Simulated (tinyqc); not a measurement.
# Threshold spread from leakage statistics

Inverse problem. VT is Gaussian with standard deviation s and Ioff goes as exp(-VT/(n Vt)), so Ioff is log-normal: mean/median = exp(w^2/2) with w = s/(n Vt). Find w, s, the relative standard deviation sqrt(exp(w^2) - 1) and the share of devices that leak more than the mean, erfc(w/(2 sqrt(2)))/2.

Parameters, values chosen for the exercise: temperature T = 350 K; subthreshold factor n = 1.12.

Constants: q = 1.602176634e-19 C, kB = 1.380649e-23 J/K, Vt = kB T/q. Results are converted to the units shown.

mean/median of the off current = 1.0895817

Solution. w = sqrt(2 ln(mean/median)); the mean lies w/2 standard deviations out in ln Ioff.

w = 0.414
s = 14.0 mV
relative standard deviation = 0.433
share above the mean = 41.8 %

Computed by the program tinyqc: `OMP_NUM_THREADS=1 python tinyqc.py 2090174 2090175 out.jsonl`, one thread of a shared Intel Xeon 2.30GHz, about 0.01 s for the whole run.
